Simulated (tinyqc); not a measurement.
Hole mobility in a silicon inversion layer, empirical terms and Matthiessen rule: one step of the calculation.

Inversion layer of sheet density Ns on a uniformly doped body. The mobility terms are empirical power laws with prefactors chosen for the exercise; adding their inverses (Matthiessen) is itself an approximation.

Problem. Split C-V extraction. Q(Vg) is the trapezoid sum of Cgc from the first point (where Q is taken as 0); mu_eff = I/((W/L) Q Vd); mu_FE = (dI/dVg)/((W/L) Cox Vd) with a backward difference. Listed from point 4 on.

Inputs (values chosen for the exercise); material values close to those of silicon: gate capacitance Cox = 2.02 uF/cm^2; ratio W/L WL = 5; drain voltage Vd = 0.01 V.

```
point  Vg (V)  Cgc (uF/cm^2)        I (uA)
0         0.2   6.0326325e-4  1.9216376e-7
1        0.25   0.0030543751  4.9137331e-6
2         0.3    0.015388678  1.2318156e-4
3        0.35    0.075663347  0.0028112873
4         0.4     0.33282579   0.044819873
5        0.45           1.01    0.32266226
6         0.5      1.6871742    0.99371302
7        0.55      1.9443367     1.8293973
8         0.6      2.0046113     2.6426487
9        0.65      2.0169456     3.3946317
10        0.7      2.0193967     4.0888662
11       0.75      2.0198810     4.7342068
12        0.8      2.0199765     5.3383776
```

Find: Q; mu_eff; mu_FE.

Solution.

```
point  Q (uC/cm^2)  mu_eff (cm^2/(V s))  mu_FE (cm^2/(V s))
4          0.01304                68.74               8.319
5          0.04661                138.4               55.02
6           0.1140                174.3               132.9
7           0.2048                178.6               165.5
8           0.3036                174.1               161.0
9           0.4041                168.0               148.9
10          0.5050                161.9               137.5
11          0.6060                156.2               127.8
12          0.7070                151.0               119.6
```

At the last point mu_FE is 21 % below mu_eff: where the mobility falls with gate voltage the slope of I understates it.

Numbers from tinyqc (`OMP_NUM_THREADS=1 python tinyqc.py 2510025 2510026 out.jsonl`; about 0.01 s on one thread of a shared Intel Xeon 2.30GHz).
